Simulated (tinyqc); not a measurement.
# Threshold-voltage variability of a planar MOSFET, analytic estimates: effects of single changes

Three independent sources add in quadrature: random dopants in the depleted layer, metal-gate grains of two orientations, and roughness of the two gate edges acting through the roll-off VT = VT(long) - Vr exp(-L/l). These are first-order estimates: no three-dimensional electrostatics, no percolation.

Parameters, values chosen for the exercise; material values those of a made-up semiconductor:
- T = 300 K (temperature)
- Eg = 1.27 eV (band gap)
- eps_r = 12.6 (relative permittivity of the semiconductor)
- Nc = 2.73e19 cm^-3 (conduction-band density of states at T)
- Nv = 3.01e19 cm^-3 (valence-band density of states at T)
- Na = 3.2e17 cm^-3 (channel doping)
- ti = 1.4 nm (oxide-equivalent thickness in inversion)
- L = 16 nm (gate length)
- W = 78 nm (gate width)
- G = 10 nm (metal grain size)
- dW = 0.1 eV (work-function difference of the two grain orientations)
- p = 0.5 (share of the orientation of higher work function)
- De = 0.8 nm (rms roughness of one gate edge)
- La = 10 nm (correlation length of the roughness)
- l = 4.3 nm (decay length of the threshold roll-off)
- Vr = 1.6 V (prefactor of the roll-off)

Constants: q = 1.602176634e-19 C, kB = 1.380649e-23 J/K, Vt = kB T/q, eps0 = 8.8541878128e-14 F/cm where lengths are in cm. Results are converted to the units shown.

Each table varies one quantity; the others keep the values above.

## Effect of the channel doping

ni = sqrt(Nc Nv) exp(-Eg/(2 Vt)), Eg in volts; Cox = 3.9 eps0/ti; Wd = sqrt(4 eps0 eps_r Vt ln(Na/ni)/(q Na)); dopants: s1 = (q/Cox) sqrt(Na Wd/(3 L W)). Grains: Ng = L W/G^2 (at least 1), s2 = dW sqrt(p (1 - p)/Ng). Edges, with exponential correlation and u = W/La: the mean gate length has sL^2 = 2 De^2 (2/u)[1 - (1 - exp(-u))/u]; s3 = sL (Vr/l) exp(-L/l). s = sqrt(s1^2 + s2^2 + s3^2). l and Vr are held fixed.

The same in every row: s2 (mV) = 14.15; s3 (mV) = 4.819.

Result of one run:
```
Na (cm^-3)	s1 (mV)	s (mV)	s sqrt(L W) (mV um)
8.2e17	19.92	24.91	0.8800
```

What becomes of these results when the channel doping Na is changed from 8.2e17 to 2.6e17 cm^-3, all else the same?

Result of the changed run:
```
Na (cm^-3)	s1 (mV)	s (mV)	s sqrt(L W) (mV um)
2.6e17	14.74	21.00	0.7417
```

The whole series:
```
Na (cm^-3)	s1 (mV)	s (mV)	s sqrt(L W) (mV um)
1.5e17	12.76	19.65	0.6943
2.6e17	14.74	21.00	0.7417
4.7e17	17.22	22.80	0.8056
8.2e17	19.92	24.91	0.8800
1.5e18	23.33	27.71	0.9790
2.6e18	26.94	30.81	1.089
4.5e18	31.09	34.50	1.219
8e18	36.13	39.10	1.381
```

As Na goes from 1.5e17 to 8e18 cm^-3, s rises from 19.7 to 39.1 mV. The largest source is the grains in the first row and the dopants in the last. s1 goes on average as Na^(0.26), near the 1/4 expected from Na Wd. For Na = 1.5e17 to 4.5e18 cm^-3 the depletion depth exceeds L, so source and drain share much of the charge and s1 is rough.

## Effect of the oxide-equivalent thickness in inversion

Same model as above.

l and Vr are held fixed.

The same in every row: s2 (mV) = 14.15; s3 (mV) = 4.819.

Effect of the oxide-equivalent thickness in inversion:
```
ti (nm)	s1 (mV)	s (mV)	s sqrt(L W) (mV um)
0.8	8.896	17.40	0.6146
1.2	13.34	20.04	0.7079
1.6	17.79	23.24	0.8210
2	22.24	26.80	0.9467
2.4	26.69	30.59	1.081
2.8	31.13	34.54	1.220
3.2	35.58	38.60	1.363
```

As ti goes from 0.8 to 3.2 nm, s rises from 17.4 to 38.6 mV. The largest source is the grains in the first row and the dopants in the last. s1 goes on average as ti^(1.00). In every row the depletion depth exceeds L, so source and drain share much of the charge and s1 is rough.

## Effect of the metal grain size

Same model as above.

l and Vr are held fixed.

The same in every row: s1 (mV) = 15.567; s3 (mV) = 4.8191.

Effect of the metal grain size:
```
G (nm)	s2 (mV)	s (mV)	s sqrt(L W) (mV um)
2	2.8307	16.540	0.58431
3	4.2460	16.840	0.59491
5	7.0767	17.766	0.62763
7	9.9074	19.071	0.67374
10	14.153	21.584	0.76251
14	19.815	25.655	0.90632
20	28.307	32.663	1.1539
```

What does the comparison show?

As G goes from 2 to 20 nm, s rises from 16.5 to 32.7 mV. The largest source is the dopants in the first row and the grains in the last. At G = 20 nm the gate holds under four grains, so the work function takes a few discrete values. In every row the depletion depth exceeds L, so source and drain share much of the charge and s1 is rough.

Computed by the program tinyqc: `OMP_NUM_THREADS=1 python tinyqc.py 2090101 2090102 out.jsonl`, one thread of a shared Intel Xeon 2.30GHz, about 0.02 s for the whole run.
